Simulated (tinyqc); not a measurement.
Composition from the perpendicular lattice constant.

Inverse problem. The layer is x parts of the first compound and 1 - x of the second, grown coherently on the second as substrate and barrier. Rows of the table: lattice constant a, average valence level Ea on an absolute scale, spin-orbit splitting so, gaps at Gamma, X and L, hydrostatic deformation potentials av and ac (Gamma), shear potential b, elastic constants, electron and heavy-hole (along z) masses. All are interpolated linearly in x; gaps get -C x (1 - x), taken wholly in the conduction band; real line-ups can differ from this model by 0.1 eV or more. In-plane strain e = (a_substrate - a)/a, e_z = -2 (c12/c11) e, volume change 2 e + e_z. X-ray diffraction gives a_z = a (1 + e_z) of the coherent layer. Find x, e and the relaxed Gamma gap.

Parameters, values chosen for the exercise: bowing of the Gamma gap CG = 0.477 eV; bowing of the X gap CX = 1.4 eV; bowing of the L gap CL = 0.33 eV.

Binary compounds, values chosen for the exercise:

|  | close to InAs | close to GaAs |
|---|---|---|
| a (angstrom) | 6.058 | 5.653 |
| Ea (eV) | -6.67 | -6.92 |
| so (eV) | 0.384 | 0.339 |
| EG (eV) | 0.358 | 1.44 |
| EX (eV) | 1.36 | 1.91 |
| EL (eV) | 1.08 | 1.71 |
| av (eV) | 0.987 | 1.16 |
| ac (eV) | -5.04 | -7.19 |
| b (eV) | -1.81 | -1.69 |
| c11 (GPa) | 82.2 | 120 |
| c12 (GPa) | 45.3 | 53.3 |
| me (m0) | 0.0229 | 0.0661 |
| mh (m0) | 0.332 | 0.345 |

lattice constant along the growth direction = 5.85620992 angstrom

Solution. a_z changes steadily with x, about (1 + 2 c12/c11) times as fast as the relaxed lattice constant, so one composition matches.

x = 0.2600
e = -1.829 %
relaxed Gamma gap = 1.067 eV

Numbers from tinyqc (`OMP_NUM_THREADS=1 python tinyqc.py 2690046 2690047 out.jsonl`; about 0.01 s on one thread of a shared Intel Xeon 2.30GHz).
